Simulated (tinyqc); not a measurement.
Self-heating of a transistor with one or more fingers, with temperature-dependent conductivity: one step, computed by the program tinyqc.

N long parallel fingers lie on the top face of a slab whose bottom is held at T_0; the top is otherwise insulated, and heat flows in two dimensions. P in W/mm is 1000 P in W/m.

Problem. Extra rise from ballistic phonons. Near a source smaller than the free path, Fourier's law overstates the flow. Rough estimate: a strip that emits phonons into a half space adds a resistance times area of 4 Lambda/(3 kappa_0), from the ballistic flux C v Delta T/4 with kappa_0 = C v Lambda/3, so Delta T_b = 4 Lambda P/(3 kappa_0 w); Knudsen number Lambda/w.

Inputs (values chosen for the exercise, modelled on germanium):
```
quantity                                      value        unit
conductivity at the base temperature kappa_0   58.7     W/(m K)
power per gate width P                         0.46        W/mm
width of the heat source w                      1.7  micrometre
phonon free path Lambda                         130          nm
```

Power: power rises with temperature.

largest theta = 43.31542 K

Give: Knudsen number; ballistic rise Delta T_b; Delta T_b / largest theta.

Solution.

Knudsen number = 0.07647

ballistic rise Delta T_b = 0.7990 K

Delta T_b / largest theta = 0.01845

By this estimate the ballistic term is at most a fifth of the Fourier rise.
